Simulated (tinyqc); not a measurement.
p-type polysilicon, carrier trapping at grain boundaries: two steps of the calculation.

One-dimensional grains of size Lg, uniform ionised doping N, monovalent traps Qt at each boundary at a depth Et below (for electrons) or above (for holes) the band edge there, abrupt depletion of width W on each side of a boundary, Boltzmann statistics. xi is the distance from the band edge at the grain centre to the Fermi level. Trapped charge Qt/(1 + exp((xi + VB - Et)/Vt)) = 2 N W, barrier VB = q N W^2/(2 eps0 eps_r).

Values chosen for this exercise; values of the order met in polycrystalline silicon:
```
symbol    value        unit                                                              meaning
T           300           K                                                          temperature
eps_r      11.7                                                            relative permittivity
NB      2.65e19       cm^-3                                  valence-band density of states at T
Lg           23          nm                                                           grain size
Qt       1.2e12       cm^-2                                     trap density of a grain boundary
Et         0.36          eV  depth of the trap level from the majority band edge at the boundary
ms         0.34          m0                                         mass for thermionic emission
fe         0.12                                           correction factor of the emission rate
mug          44  cm^2/(V s)                                           mobility inside the grains
N        2.8e18       cm^-3                                                               doping
```

Constants: q = 1.602176634e-19 C, kB = 1.380649e-23 J/K, m0 = 9.1093837015e-31 kg, Vt = kB T/q, eps0 = 8.8541878128e-14 F/cm where lengths are in cm. Results are converted to the units shown.

Problem 1. New W. Partly depleted grain, xi = Vt ln(NB/N): f = 1/(1 + exp((xi + VB - Et)/Vt)), g = Qt f - 2 N W, g' = -2 Qt f (1 - f) VB/(W Vt) - 2 N, W(new) = W - g/g'.

W at the start = 2.1 nm

Find: VB; f; g; g'; W after iteration 1.

Solution 1.

VB = 0.009549 V
f = 1.000
g = 2.399e10 cm^-2
g' = -5.600e11 cm^-2/nm
W after iteration 1 = 2.143 nm

Problem 2. Resistivity and effective mobility. n0 = NB exp(-xi/Vt); mean density n0 (1 - 2 W/Lg) by charge balance in a partly depleted grain, and n0 (sqrt(pi)/2) erf(u)/u with u = sqrt(VB/Vt) in a fully depleted one; v = sqrt(kB T/(2 pi ms m0)); barrier resistivity Vt exp(VB/Vt)/(q fe n0 v Lg); grain resistivity (1 - 2 W/Lg)/(q n0 mug); effective mobility 1/(q mean density total resistivity).

W = 2.1428305 nm
xi = 0.058103024 V
VB = 0.0099421304 V

Find: n0; mean density; v; barrier resistivity; grain resistivity; resistivity; effective mobility.

Solution 2.

n0 = 2.8000e18 cm^-3
mean density = 2.2783e18 cm^-3
v = 4.6135e6 cm/s
barrier resistivity = 0.066483 ohm cm
grain resistivity = 0.041222 ohm cm
resistivity = 0.10770 ohm cm
effective mobility = 25.436 cm^2/(V s)

The resistivity is 2.13 times that of a single crystal with the same N and mobility mug, and the mean density is 81.4 % of N.

Numbers from tinyqc (`OMP_NUM_THREADS=1 python tinyqc.py 2830193 2830194 out.jsonl`; about 0.01 s on one thread of a shared Intel Xeon 2.30GHz).
